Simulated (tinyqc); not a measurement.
Transfer curve: field-effect mobility of a thin-film transistor with band-tail and deep states (multiple trapping). Computed by tinyqc, a small Python program. Command: `OMP_NUM_THREADS=1 python tinyqc.py 3029943 3029944 out.jsonl tft walk`. One thread of a shared host (Intel(R) Xeon(R) Processor @ 2.30GHz), about 0.03 s of CPU time with the checks.

A thick film in accumulation at small drain voltage. Only free electrons move; trapped ones still screen the gate. N_c and mu_0 are held fixed when T changes, leaving out the T^(3/2) growth of N_c. x = E_0 - psi is the distance of the Fermi level below the band edge.

Inputs (values chosen for the exercise, modelled on an amorphous In-Ga-Zn oxide):

| quantity | value | unit |
|---|---|---|
| permittivity eps | 11.5 | - |
| effective density of states N_c | 4.8e+18 | 1/cm^3 |
| band mobility mu_0 | 18 | cm^2/(V s) |
| tail density at the edge g_t | 1.7e+19 | 1/(eV cm^3) |
| tail width E_t | 32 | meV |
| deep-state density g_d | 1e+17 | 1/(eV cm^3) |
| flat-band Fermi level below the edge, E_0 | 0.58 | eV |
| equivalent oxide thickness t | 68 | nm |
| temperature T | 200 | K |

Deep states: included.

Constants: k_B = 8.617333262e-05 eV/K; e = 1.602176634e-19 C; eps_0 = 8.8541878128e-12 F/m.

Method:
- F_j(eta) = int_0^infinity x^j/(1 + exp(x - eta)) dx, without a gamma-function factor.
- Integrals over x = E/(k_B T) use 160 Gauss-Legendre points in u = sqrt(x) from 0 to sqrt(max(eta, 0) + 32).
- Free n(x) = N_c (2/sqrt(pi)) F_1/2(-x/k_B T), with F_1/2 from its two-term series in exp(-x/k_B T) for x >= 12 k_B T; tail n_t(x) = int_0^1.2eV g_t exp(-E/E_t)/(1 + exp((x - E)/k_B T)) dE, E counted down from the edge, 120 Gauss-Legendre points; deep charge g_d psi; space charge rho(psi) = n + n_t + g_d psi less its value at psi = 0.
- Poisson: F(psi) = sqrt((2 e/(eps eps_0)) int_0^psi rho dpsi'); V_G - V_FB = psi_s + eps F(psi_s) t/3.9; free sheet density N_f = int (n - n(E_0))/F dpsi; induced sheet density N_i = eps eps_0 F(psi_s)/e; trapezoid rule on 301 even points in psi, the first interval left out of N_f.
- mu_eff = mu_0 N_f/N_i; field-effect mobility mu_FE = mu_0 e (dN_f/dV_G)/C_ox and swing S = dV_G/dlog10(N_f), by a central difference of +/- 2 mV in psi_s; C_ox = 3.9 eps_0/t.

Against the band bending:

| psi_s (V) | V_G - V_FB (V) | N_f (1/cm^2) | mu_eff (cm^2/(V s)) | mu_FE (cm^2/(V s)) | S (mV/decade) |
|---|---|---|---|---|---|
| 0.20 | 0.703 | 9.7022e+02 | 1.0953e-07 | 8.2280e-07 | 154 |
| 0.29 | 1.020 | 1.1961e+05 | 9.3088e-06 | 1.0491e-04 | 149 |
| 0.36 | 1.268 | 5.5100e+06 | 3.4477e-04 | 4.8256e-03 | 150 |
| 0.42 | 1.489 | 1.5137e+08 | 8.0438e-03 | 1.2284e-01 | 161 |
| 0.46 | 1.658 | 1.3803e+09 | 6.5425e-02 | 9.0359e-01 | 200 |
| 0.51 | 2.001 | 2.0884e+10 | 7.9550e-01 | 5.9265e+00 | 462 |
| 0.55 | 2.771 | 1.5523e+11 | 3.9699e+00 | 1.2523e+01 | 1622 |
| 0.59 | 5.088 | 7.6802e+11 | 9.6977e+00 | 1.6291e+01 | 6165 |
| 0.64 | 11.383 | 2.6639e+12 | 1.4082e+01 | 1.7478e+01 | 19927 |

What does the comparison show, and why?

The steepest swing among the rows is 149 mV/decade, close to the estimate for deep states alone, ln(10)(k_B T/e)(1 + sqrt(e eps eps_0 g_d)/C_ox) = 139. mu_eff climbs from 1.1e-7 to 14, 78 % of mu_0 in the last row. Between rows 6 and 7 N_f scales as (V_G - V_FB - psi_s)^5.03; an exponential tail holding all the charge would give the larger of 1 and 2 E_t/k_B T - 1, here 2.71, and free charge alone 1; charge in deep states makes the exponent larger and lets it vary with V_G.
